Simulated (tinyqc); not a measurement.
Grain-boundary trapping model (Seto) of a polycrystalline semiconductor film: one step, computed by the program tinyqc. Command: `OMP_NUM_THREADS=1 python tinyqc.py 3017112 3017113 out.jsonl poly walk`. One thread of a shared host (Intel(R) Xeon(R) Processor @ 2.30GHz), about 0.01 s of CPU time with the checks.

Grains of equal size L are joined by thin boundaries with one trap level. Trapped carriers deplete a width W on each side and raise a barrier, crossed by thermionic emission. Dopants are fully ionised, statistics are non-degenerate and mu_g does not depend on T.

Problem. Resistivity and effective mobility. Boundary: sigma_b = L e^2 n_0 exp(-e V_B/k_B T)/sqrt(2 pi m k_B T); drift through the grain, depleted parts included: rho_g = [(1 - 2W/L) + (2W/L) int_0^1 exp(y^2 s^2) ds]/(e n_0 mu_g); rho = 1/sigma_b + rho_g. Mean carrier density n_av = n_0 [(1 - 2W/L) + (2W/L) (sqrt(pi)/2) erf(y)/y], y = sqrt(e V_B/k_B T); effective mobility 1/(e n_av rho).

Inputs (values chosen for the exercise, modelled on polycrystalline germanium):

| quantity | value | unit |
|---|---|---|
| effective mass m | 0.2 | m_0 |
| grain size L | 16 | nm |
| doping N | 1.9e+19 | 1/cm^3 |
| mobility inside the grains mu_g | 510 | cm^2/(V s) |
| temperature T | 350 | K |

Grain interior: resistance included.

depletion width W = 0.3420923 nm

barrier V_B = 0.001257337 V

E_F = 0.02729312 eV

centre density n_0 = 1.90e+19 1/cm^3

Constants: k_B = 8.617333262e-05 eV/K; m_0 = 9.1093837015e-31 kg; k_B = 1.380649e-23 J/K; e = 1.602176634e-19 C.

Give: boundary resistivity; drift resistivity rho_g; resistivity rho; mean carrier density; effective mobility.

Solution.

boundary resistivity = 9.937e-04 ohm cm

drift resistivity rho_g = 6.445e-04 ohm cm

resistivity rho = 0.001638 ohm cm

mean carrier density = 1.899e+19 1/cm^3

effective mobility = 200.6 cm^2/(V s)

A single crystal with the same N and mu_g would have 6.44e-4 ohm cm, a factor 2.54 lower. Caution: E_F is within 2 k_B T of the band edge, so non-degenerate statistics fail, and tunnelling through so thin a barrier adds to the current. Caution: e V_B is below 2 k_B T, where the depletion approximation fails and the mean density does not balance the trapped charge.
